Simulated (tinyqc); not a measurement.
Graded p-n junction, non-linear Poisson equation by Newton steps: one step of the calculation.

One dimension, p side on the left, n side on the right; net doping C = (Nd - Na)/2 + ((Nd + Na)/2) tanh(x/Lg). The potential psi is counted from the intrinsic level, and the quasi-Fermi potentials are flat: 0 for holes and -V for electrons, so n = ni exp((psi + V)/Vt) and p = ni exp(-psi/Vt) (Boltzmann statistics, full ionisation, no current). Under reverse bias this makes the minority densities vanishingly small everywhere; they play no part in the charge.

Question. Intrinsic density, end potentials and Debye lengths. ni = sqrt(Nc Nv) exp(-Eg/(2 Vt)), Eg in volts; psi_p = -Vt ln(Na/ni), psi_n = Vt ln(Nd/ni) - V; Debye length sqrt(eps0 eps_r Vt/(q N)).

Inputs (values chosen for the exercise); band and dielectric values those of a made-up semiconductor:
- T = 300 K (temperature)
- Eg = 0.883 eV (band gap)
- eps_r = 13.9 (relative permittivity)
- Nc = 3.19e19 cm^-3 (conduction-band density of states at T)
- Nv = 2.75e19 cm^-3 (valence-band density of states at T)
- Na = 1e16 cm^-3 (acceptor density of the p side)
- Nd = 1.1e17 cm^-3 (donor density of the n side)
- V = -2.8 V (bias of the p side against the n side)

Constants: q = 1.602176634e-19 C, kB = 1.380649e-23 J/K, Vt = kB T/q, eps0 = 8.8541878128e-14 F/cm where lengths are in cm. Results are converted to the units shown.

Give: ni; psi_p; psi_n; Debye length, p side; Debye length, n side.

Answer.

ni = 1.1342e12 cm^-3
psi_p = -0.23485 V
psi_n = 3.0968 V
Debye length, p side = 44.563 nm
Debye length, n side = 13.436 nm

Program tinyqc, `OMP_NUM_THREADS=1 python tinyqc.py 2000022 2000023 out.jsonl`; Intel Xeon 2.30GHz, shared host, one thread, about 0.05 s.
